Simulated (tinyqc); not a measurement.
Koster-Slater impurity in a tight-binding band, by Green functions and by supercells: one step, computed by the program tinyqc.

One orbital per site, e(k) = -2 t sum cos(k_i) over 2 direction(s), band from -4 t to 4 t, lattice constant 1. One site has the extra energy U. Spin is left out.

Question. The supercell Hamiltonian at Gamma. H_ij = -t for each bond from i to j, images included (two bonds add when N = 2); H_11 = U; sites are numbered with the last coordinate running fastest. Diagonalise.

Inputs (values chosen for the exercise, for a model band): hopping t = 1.8 eV; impurity potential U = -12.1 eV; supercell edge N = 2 sites.

Lattice: square.

Give: H; levels.

Answer.

H (eV):
```
[[-12.1, -3.6, -3.6, 0.0],
 [-3.6, 0.0, 0.0, -3.6],
 [-3.6, 0.0, 0.0, -3.6],
 [0.0, -3.6, -3.6, 0.0]]
```

levels (eV): [-14.20, -3.77, 0.00, 5.86]
